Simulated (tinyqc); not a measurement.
Strain-driven roughening and islands of a mismatched epitaxial film: one step, computed by the program tinyqc. Command: `OMP_NUM_THREADS=1 python tinyqc.py 3012770 3012771 out.jsonl island walk`. One thread of a shared host (Intel(R) Xeon(R) Processor @ 2.30GHz), about 0.01 s of CPU time with the checks.

Film and substrate share isotropic elastic constants; the film is coherent and biaxially strained.

Task: Wetting layer. The surface energy depends on thickness as gamma + (gamma_s - gamma) exp(-h/delta). Its curvature adds W2 = (gamma_s - gamma) exp(-h/delta)/delta^2 to the restoring terms; the flat film is stable while W2 > (1 + nu)^2 w^2/gamma, which gives h_c = delta ln[(gamma_s - gamma) gamma/(delta^2 (1 + nu)^2 w^2)], or 0 if negative.

Inputs (values chosen for the exercise, modelled on In(0.5)Ga(0.5)As on GaAs):
```
quantity                        value   unit
Poisson ratio nu                  0.3      -
surface energy gamma            0.772  J/m^2
wetting energy gamma_s - gamma   0.43  J/m^2
decay length of wetting delta     0.2     nm
```

energy density w = 188.9191 MJ/m^3

Give: wetting-layer thickness h_c.

Result:

wetting-layer thickness h_c = 0.9849 nm

Layer-by-layer growth up to h_c, then roughening: the Stranski-Krastanov mode.
